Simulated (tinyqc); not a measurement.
# MOS capacitor on a p-type substrate, surface potential from the exact charge relation: effect of the fixed charge at the interface on threshold and swing

Uniform p-type substrate, Boltzmann statistics, full ionisation, classical densities. psi is the surface potential against the body (positive when the bands bend down) and u = psi/Vt. Traps are spread evenly over the gap and neutral at flat band, so their charge is -q Dit psi; the minority quasi-Fermi level is shifted by Vb.

ni = sqrt(Nc Nv) exp(-Eg/(2 Vt)), Eg in volts; phiF = Vt ln(N/ni); Cox = eps0 eox/tox; Vfb = phiM - chi - (Eg - Vt ln(Nv/N)) - q Nf/Cox; VT = Vfb + [(2 phiF + Vb)(1 + q Dit/Cox) + sqrt(2 eps0 eps_r q N (2 phiF + Vb))/Cox]. gamma = sqrt(2 eps0 eps_r q N)/Cox; Wm = sqrt(2 eps0 eps_r (2 phiF + Vb)/(q N)); m = 1 + (eps0 eps_r/Wm + q Dit)/Cox; swing m Vt ln 10; Cmin/Cox = 1/(1 + Cox Wm/(eps0 eps_r)).

Values chosen for this exercise; band and dielectric values close to those of silicon: temperature T = 250 K; band gap Eg = 1.12 eV; relative permittivity eps_r = 11.9; conduction-band density of states at T Nc = 2.14e19 cm^-3; valence-band density of states at T Nv = 2.03e19 cm^-3; electron affinity chi = 3.99 eV; acceptor density of the substrate N = 3e18 cm^-3; relative permittivity of the gate insulator (close to silicon dioxide) eox = 3.9; insulator thickness tox = 5 nm; gate work function phiM = 4.27 eV; density of interface traps Dit = 0 cm^-2 eV^-1; reverse bias of the inversion layer against the body Vb = 0 V.

Constants: q = 1.602176634e-19 C, kB = 1.380649e-23 J/K, Vt = kB T/q, eps0 = 8.8541878128e-14 F/cm where lengths are in cm. Results are converted to the units shown.

The same in every row: 2 phiF (V) = 1.036; gamma (V^0.5) = 1.457; Wm (nm) = 21.32; m = 1.716; swing (mV/decade) = 85.11; Cmin/Cox = 0.4171.

Effect of the fixed charge at the interface on threshold and swing:

| Nf (cm^-2) | Vfb (V) | VT (V) |
|---|---|---|
| -4e11 | -0.7060 | 1.814 |
| -2e11 | -0.7524 | 1.768 |
| 0 | -0.7988 | 1.721 |
| 2e11 | -0.8452 | 1.675 |
| 4e11 | -0.8916 | 1.628 |
| 6e11 | -0.9380 | 1.582 |
| 8e11 | -0.9844 | 1.536 |

What does the comparison show?

As Nf goes from -4e11 to 8e11, VT falls from 1.81 to 1.54 V, the swing stays at 85.1 mV/decade and Cmin/Cox stays at 0.417. The whole change of VT is that of Vfb: the curve shifts rigidly.

tinyqc, about 0.01 s, one thread, Intel Xeon 2.30GHz (shared host): `OMP_NUM_THREADS=1 python tinyqc.py 2060036 2060037 out.jsonl`
